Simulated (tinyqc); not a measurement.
# Worked calculation: surface Green function of a two-leg ladder, Sancho-Rubio decimation

Computed by the program tinyqc: `OMP_NUM_THREADS=1 python tinyqc.py 2680123 2680124 out.jsonl`, one thread of a shared Intel Xeon 2.30GHz, about 0.05 s for the whole run. Printed values are rounded.

A semi-infinite lead of cells 0, 1, 2, ... with H0 inside a cell and H1 = <cell i|H|cell i + 1>. One rung (site 1 on leg a, site 2 on leg b) is a cell; all hoppings enter with a minus sign. z = E + i eta.

Values chosen for this exercise:
```
symbol  value  unit                                meaning
ta          1    eV                    hopping along leg a
tb       1.24    eV                    hopping along leg b
tp       1.47    eV                           rung hopping
td       0.21    eV  diagonal hopping from a to the next b
eb       0.45    eV      site energy on leg b (0 on leg a)
E       -3.64    eV                                 energy
eta      0.01    eV                             broadening
```

## The blocks

Read off from the list of hoppings.

H0 (eV):

|  | 1 | 2 |
|---|---|---|
| 1 | 0 | -1.47 |
| 2 | -1.47 | 0.45 |

H1 (eV):

|  | 1 | 2 |
|---|---|---|
| 1 | -1 | -0.21 |
| 2 | 0 | -1.24 |

## Round 1: decimation

Start with e_s = e = H0, a = H1, b = H1^dagger. Each round: g = (z - e)^(-1); e_s <- e_s + a g b; e <- e + a g b + b g a; a <- a g a; b <- b g b (all with the old a, b). Round k joins cells 2^k apart.

g (1/eV):

|  | 1 | 2 |
|---|---|---|
| 1 | -0.321367-0.001166i | -0.115502-0.000702i |
| 2 | -0.115502-0.000702i | -0.286009-0.000951i |

e_s after round 1 (eV):

|  | 1 | 2 |
|---|---|---|
| 1 | -0.38249-0.00150i | -1.68770-0.00112i |
| 2 | -1.68770-0.00112i | 0.01023-0.00146i |

e after round 1 (eV):

|  | 1 | 2 |
|---|---|---|
| 1 | -0.70386-0.00267i | -1.89841-0.00223i |
| 2 | -1.89841-0.00223i | -0.50386-0.00334i |

a after round 1 (eV):

|  | 1 | 2 |
|---|---|---|
| 1 | -0.345622-0.001314i | -0.290280-0.001394i |
| 2 | -0.143222-0.000870i | -0.469845-0.001646i |

b after round 1 (eV):

|  | 1 | 2 |
|---|---|---|
| 1 | -0.345622-0.001314i | -0.143222-0.000870i |
| 2 | -0.290280-0.001394i | -0.469845-0.001646i |

## Round 2: decimation

As before.

g (1/eV):

|  | 1 | 2 |
|---|---|---|
| 1 | -0.559523-0.006344i | -0.338669-0.005679i |
| 2 | -0.338669-0.005679i | -0.523842-0.005908i |

e_s after round 2 (eV):

|  | 1 | 2 |
|---|---|---|
| 1 | -0.56140-0.00541i | -1.85589-0.00482i |
| 2 | -1.85589-0.00482i | -0.16244-0.00505i |

e after round 2 (eV):

|  | 1 | 2 |
|---|---|---|
| 1 | -0.99386-0.00899i | -2.22704-0.00950i |
| 2 | -2.22704-0.00950i | -0.93167-0.01234i |

a after round 2 (eV):

|  | 1 | 2 |
|---|---|---|
| 1 | -0.139340-0.003057i | -0.211086-0.004595i |
| 2 | -0.124873-0.002847i | -0.207856-0.004389i |

b after round 2 (eV):

|  | 1 | 2 |
|---|---|---|
| 1 | -0.139340-0.003057i | -0.124873-0.002847i |
| 2 | -0.211086-0.004595i | -0.207856-0.004389i |

## Round 3: decimation

As before.

g (1/eV):

|  | 1 | 2 |
|---|---|---|
| 1 | -1.22225-0.07455i | -1.00418-0.07388i |
| 2 | -1.00418-0.07388i | -1.19409-0.07412i |

e_s after round 3 (eV):

|  | 1 | 2 |
|---|---|---|
| 1 | -0.69695-0.02044i | -1.98467-0.01908i |
| 2 | -1.98467-0.01908i | -0.28481-0.01858i |

e after round 3 (eV):

|  | 1 | 2 |
|---|---|---|
| 1 | -1.20644-0.03265i | -2.47790-0.03733i |
| 2 | -2.47790-0.03733i | -1.24756-0.04721i |

a after round 3 (eV):

|  | 1 | 2 |
|---|---|---|
| 1 | -0.101861-0.011373i | -0.161622-0.017889i |
| 2 | -0.096668-0.010789i | -0.153412-0.016970i |

b after round 3 (eV):

|  | 1 | 2 |
|---|---|---|
| 1 | -0.101861-0.011373i | -0.096668-0.010789i |
| 2 | -0.161622-0.017889i | -0.153412-0.016970i |

## Course of the decimation

Stop when the largest entry of a and b is below 1e-12 eV, or after 60 rounds. The last column is -Im Tr (z - e_s)^(-1)/pi. At the end g_s = (z - e_s)^(-1), and the bulk Green function is (z - e)^(-1).

Course of the iteration:

| round | largest \|a\|, \|b\| (eV) | surface density of states (1/eV) |
|---|---|---|
| 1 | 0.470 | 0.00142625 |
| 2 | 0.211 | 0.00332646 |
| 3 | 0.163 | 0.0117226 |
| 4 | 0.386 | 0.0507259 |
| 5 | 0.191 | 0.0441808 |
| 6 | 0.0892 | 0.0468151 |
| 7 | 0.0273 | 0.0551443 |
| 8 | 2.28e-3 | 0.0548449 |
| 9 | 1.60e-5 | 0.0548499 |
| 10 | 7.84e-10 | 0.0548499 |
| 11 | < 1e-13 | 0.0548499 |

Converged in 11 rounds, which stand for 2^11 cells. E lies inside a band (1 open mode(s)), where only eta damps the waves, over about v/eta cells with v the group velocity in eV a cell.

## Self-energy, Dyson check and densities of states

converged surface Green function g_s (1/eV):

|  | 1 | 2 |
|---|---|---|
| 1 | -0.523285-0.094063i | -0.296085-0.085399i |
| 2 | -0.296085-0.085399i | -0.460921-0.078253i |

converged bulk Green function (1/eV):

|  | 1 | 2 |
|---|---|---|
| 1 | -0.206527-0.956087i | 0.017165-0.960718i |
| 2 | 0.017165-0.960718i | -0.167634-0.966955i |

Sigma = H1 g_s H1^dagger is what the lead adds to one more cell, and (z - H0 - Sigma)^(-1) must give g_s back. Densities of states: -Im of the diagonals over pi.

Sigma (eV):

|  | 1 | 2 |
|---|---|---|
| 1 | -0.667967-0.133382i | -0.487170-0.126272i |
| 2 | -0.487170-0.126272i | -0.708713-0.120322i |

(z - H0 - Sigma)^(-1) (1/eV):

|  | 1 | 2 |
|---|---|---|
| 1 | -0.523285-0.094063i | -0.296085-0.085399i |
| 2 | -0.296085-0.085399i | -0.460921-0.078253i |

| orbital | surface density of states (1/eV) | bulk density of states (1/eV) |
|---|---|---|
| 1 | 0.0299411 | 0.304332 |
| 2 | 0.0249088 | 0.307791 |

The surface cell holds 0.0548 states per eV against 0.612 for a bulk cell.
